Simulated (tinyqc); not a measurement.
Worked calculation: potential-pH (Pourbaix) lines of a metal, its cation, its oxide and an oxyanion, with a complexing ligand. Computed by tinyqc, a small Python program that keeps every step. Command: `OMP_NUM_THREADS=1 python tinyqc.py 3011829 3011830 out.jsonl pourb walk`. One thread of a shared host (Intel(R) Xeon(R) Processor @ 2.30GHz), about 0.02 s of CPU time with the checks. Intermediate numbers are printed to about 7 digits and carried at full precision; extremes and crossings named in words are read from the listed rows.

Potentials are against the standard hydrogen electrode; solids and water have unit activity; dG_f of M, H+ and the electron is zero; F = e N_A and s = R T ln(10)/F. The cation carries z = 3.

Inputs (values chosen for the exercise, for a model metal):
```
quantity,value,unit
dG_f of the cation,-144.2,kJ/mol
dG_f of the oxide,-1009.5,kJ/mol
dG_f of the oxyanion,-550.84,kJ/mol
dG_f of water,-237.14,kJ/mol
temperature T,298.15,K
log10 of the dissolved activity a,-6,-
pH,5.5,-
potential E,0.74,V
log10 of the stability constant beta of ML,6.3,-
pKa of HL,7.7,-
total ligand c_L,0.015,mol/L
limiting current density i_L,0.0012,A/cm^2
molar volume V_m,11.8,cm^3/mol
```

Species: M, M3+, M2O3, MO2(-).

exchange current densities, metal and cathodic (A/cm^2): [4.1e-05, 5.9e-10]

Tafel slopes, anodic and cathodic (mV/decade): [45, 90]

Constants: R = 8.314462618 J/(mol K); e = 1.602176634e-19 C; N_A = 6.02214076e+23 1/mol.

## Standard potentials

M3+ + 3e = M; (1/2) M2O3 + 3H+ + 3e = M + (3/2) H2O; MO2(-) + 4H+ + 3e = M + 2H2O. For each, E0 = -dG/(z F), and E = E0 + (s/z) log10 a - (s n_H/z) pH, with no activity term for the oxide.

s = 0.05915935 V

E0 (V): cation -0.4981759, oxide -0.5148969, oxyanion -0.2644962

The metal is less noble than hydrogen.

## Vertical lines

Two oxidised species coexist where their lines against the metal cross: pH1 (cation/oxide) = [E0(oxide) - E0(cation)]/s - (log10 a)/z; pH2 (oxide/oxyanion) = {[E0(oxyanion) - E0(oxide)]/s + (log10 a)/z}/(4/z - 1).

pH1 = 1.717356

pH2 = 6.697947

width of the oxide field, pH2 - pH1 = 4.980590

The oxide is stable from pH 1.72 to 6.70; each decade less of dissolved metal narrows this field by 1.33 pH units.

## The stable species at (pH, E)

The metal is stable below the lowest of the three lines; above it, the species of the lowest line is stable. Water lines at 1 bar: hydrogen E = -s pH, oxygen E = -dG_f(water)/(2F) - s pH.

lines at this pH (V): cation -0.6164946, oxide -0.8402733, oxyanion -0.8166501

upper limit of immunity = -0.8402733 V

hydrogen line = -0.3253764 V

oxygen line = 0.9035150 V

E above the limit of immunity = 1.580273 V

Stable here: the oxide (passivity, if the film is dense). Water itself can oxidise the metal at this pH. Caution: other oxidation states, hydroxides and hydrides are left out, and the lines say nothing of rates.

## A complexing ligand

The free ligand is c_L/(1 + 10^(pKa - pH)) (ligand in excess); dissolved metal is a in all, so the free cation is a/alpha, alpha = 1 + beta [L]; the cation line drops by (s/z) log10 alpha.

free ligand = 9.405019e-05 mol/L

log10 alpha = 2.275668

cation line with ligand = -0.6613703 V

that line less the oxide line = 0.1789031 V

The oxide still lies below the complexed cation at this pH.

## Mixed potential with oxygen reduction

Anodic i = i0a 10^((E - E_a)/b_a) with E_a the cation line with ligand; cathodic i = i0c 10^((E_c - E)/b_c) with E_c the oxygen line; supply caps the cathodic current, 1/i_c = 1/i(Tafel) + 1/i_L. E_corr makes the two currents equal. Without the cap it would be [b_c E_a + b_a E_c + b_a b_c log10(i0c/i0a)]/(b_a + b_c). Rate = i V_m/(z F). Films are left out.

E_corr without the cap = -0.2849998 V

corrosion potential E_corr = -0.5953824 V

corrosion current density = 0.001200000 A/cm^2

i/i_L = 1.0000000

etch rate = 29.35161 nm/min

The current sits at the supply limit: stirring or more oxidant, not the ligand, sets the rate. Caution: at this pH the oxide, not the cation, is the stable product, and a film would cut the rate. Caution: E_corr lies below the hydrogen line, so hydrogen evolution, left out here, adds cathodic current.

## The diagram with and without ligand

The formulas are those given above.

Lines against the metal (V); the species with the lowest line is stable above it:
```
pH,cation,oxide,oxyanion,stable above,cation with ligand,"stable above, ligand"
0,-0.6164946,-0.514897,-0.382815,cation,-0.6164997,dissolved
2,-0.6164946,-0.633216,-0.540573,oxide,-0.6169913,oxide
4,-0.6164946,-0.751534,-0.698331,oxide,-0.6331235,oxide
5,-0.6164946,-0.810694,-0.777211,oxide,-0.6516442,oxide
6,-0.6164946,-0.869853,-0.856090,oxide,-0.6710839,oxide
7,-0.6164946,-0.929012,-0.934969,oxyanion,-0.6894020,oxyanion
8,-0.6164946,-0.988172,-1.013848,oxyanion,-0.7012833,oxyanion
9,-0.6164946,-1.047331,-1.092727,oxyanion,-0.7043436,oxyanion
10,-0.6164946,-1.106490,-1.171606,oxyanion,-0.7047196,oxyanion
12,-0.6164946,-1.224809,-1.329364,oxyanion,-0.7047620,oxyanion
14,-0.6164946,-1.343128,-1.487123,oxyanion,-0.7047624,oxyanion
```

Without ligand the oxide holds 4 of the eleven rows (pH 2 to 6), with it 4 (pH 2, 4, 5, 6). The ligand acts once beta [L] exceeds 1, from pH = pKa - log10(beta c_L) = 3.2 on; its line then falls by at most s/z per pH unit and flattens beyond pKa, 0.088 V below the free cation at most. The oxide line falls faster, by s per pH unit.

Checks made by the program: the lines cross at pH1 and pH2 (relative difference below 1e-10).
